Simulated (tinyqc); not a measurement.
# Worked calculation: input admittance of a MOSFET at zero drain bias: distributed channel and distributed gate

Program tinyqc, `OMP_NUM_THREADS=1 python tinyqc.py 2262007 2262008 out.jsonl`; Intel Xeon 2.30GHz, shared host, one thread, about 0.01 s. Printed values are rounded.

Source and drain grounded, strong inversion, w = 2 pi f, Cox = eps0 eox/tox. The channel is an RC line of resistance 1/(mu Cox Vo) per square fed from both ends, so one finger has the intrinsic admittance y = i w Cox L tanh(g)/g per width, g = (1/2) sqrt(i w tau), tau = L^2/(mu Vo). The vertical resistance rv/L is in series with y, the overlaps 2 i w Cov in parallel: y_t = 1/(1/y + rv/L) + 2 i w Cov. The gate strip is a line of Rsh/L per length loaded by y_t, so a finger has Y = y_t Wf tanh(k)/k, k = (Wf/sd) sqrt(y_t Rsh/L); the device has Nf Y.

Parameters, values chosen for the exercise; values of the order met in silicon radio-frequency transistors:
- eox = 24.6 (relative permittivity of the gate insulator (close to zirconium oxide))
- tox = 17 nm (insulator thickness)
- L = 0.33 um (channel length)
- Wf = 4.2 um (finger width)
- Nf = 32 (number of fingers)
- mu = 410 cm^2/(V s) (channel mobility)
- Vo = 0.36 V (gate overdrive)
- Rsh = 20 ohm/square (sheet resistance of the gate)
- rv = 3.1 ohm um^2 (vertical resistivity of the gate stack)
- sd = 2 (number of ends at which a finger is contacted)
- Cov = 0.32 fF/um (overlap and fringe capacitance on each side)
- f = 28 GHz (frequency)

Constants: eps0 = 8.8541878128e-14 F/cm where lengths are in cm. Results are converted to the units shown.

## Low-frequency resistances and capacitance

Low-frequency limits, with c = Cox L and ct = c + 2 Cov: R_strip = Rsh Wf/(3 sd^2 L Nf), R_ch = (c/ct)^2 L/(12 mu Cox Vo Wf Nf), R_vert = (c/ct)^2 rv/(L Wf Nf), C = ct Wf Nf.

parts (ohm): strip 0.6628788, channel 0.8161775, vertical 0.05272553
sum = 1.531782 ohm
C = 654.2774 fF
1/(2 pi R C) = 158.8040 GHz

The channel term is the largest, 53.3 % of the sum.

## Admittance of the channel and stack per width

tau, g, c = Cox L, y and y_t as defined.

tau = 7.378049 ps
g = 0.4028049+0.4028049i
c = 4.228135 fF/um
y = 79.1125+733.5858i uS/um
y_t = 84.0975+845.0566i uS/um

w tau = 1.30, and Im y is 0.986 of w c.

## Input impedance of the device

k and Y as defined; Z = 1/(Nf Y) = R + 1/(i w C); Q = |Im Z|/R; signal at the point farthest from a contact |1/cosh k|.

k = 0.3531665+0.3197650i
Nf Y = 19.4761+111.1574i mS
R = 1.529300 ohm
C = 651.2272 fF
Q = 5.707380
signal at the far point = 0.9847618

R is 0.16 % below its low-frequency limit and C is 0.47 % below its own.
